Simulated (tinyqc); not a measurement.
Lateral field, substrate current, probability of reaching the oxide barrier and hot-carrier lifetime of a silicon transistor (pseudo-two-dimensional and lucky-electron models): one step, computed by the program tinyqc. Command: `OMP_NUM_THREADS=1 python tinyqc.py 3009136 3009137 out.jsonl hotcar walk`. One thread of a shared host (Intel(R) Xeon(R) Processor @ 2.30GHz), about 0.01 s of CPU time with the checks.

Local-field models: a lucky carrier gains its energy at the peak field over a path free of collisions. Voltages are magnitudes.

Problem. Peak lateral field. C_ox = 3.9 eps_0/t; F_sat = 2 v_s/mu; V_Dsat = V_ov F_sat L/(V_ov + F_sat L), V_ov = V_G - V_T; I_D/W = C_ox v_s (V_ov - V_Dsat). Scale length l = 0.22 t^(1/3) x_j^(1/2) (all in cm); F_m = sqrt(((V_D - V_Dsat)/l_e)^2 + F_sat^2), with l_e = l + L_n; length of the velocity-saturated region l_e ln((V_D - V_Dsat)/(l_e F_sat) + F_m/F_sat).

Inputs (values chosen for the exercise, modelled on a silicon n-channel):
```
quantity                              value                      unit
channel length L                        580                        nm
oxide thickness t                        11                        nm
junction depth x_j                      110                        nm
mobility mu                             370                cm^2/(V s)
saturation velocity v_s                0.85                  1e7 cm/s
threshold voltage V_T                  0.38                         V
gate voltage V_G                        2.2                         V
drain voltage V_D                         6                         V
ionisation prefactor A_i              2e+06                      1/cm
ionisation field B_i                   1.65                     MV/cm
hot-carrier mean free path lambda       8.3                        nm
oxide barrier phi_b                     3.1                        eV
interface-trap threshold phi_it         3.8                        eV
lifetime constant H                      50  s microampere/micrometre
length of the depleted extension L_n     80                        nm
```

Drain: lightly doped extension.

Constants: eps_0 = 8.8541878128e-12 F/m.

Give: scale length l; peak field F_m; velocity-saturated length; energy gained over one free path, e lambda F_m.

Solution.

scale length l = 75.32 nm

peak field F_m = 320.0 kV/cm

velocity-saturated length = 408.3 nm

energy gained over one free path, e lambda F_m = 0.2656 eV

Caution: the empirical formula for l was fitted to oxides of about 15 nm or more; for thinner ones it is an extrapolation. Caution: the saturated region fills most of the channel, so the split into two regions is rough.
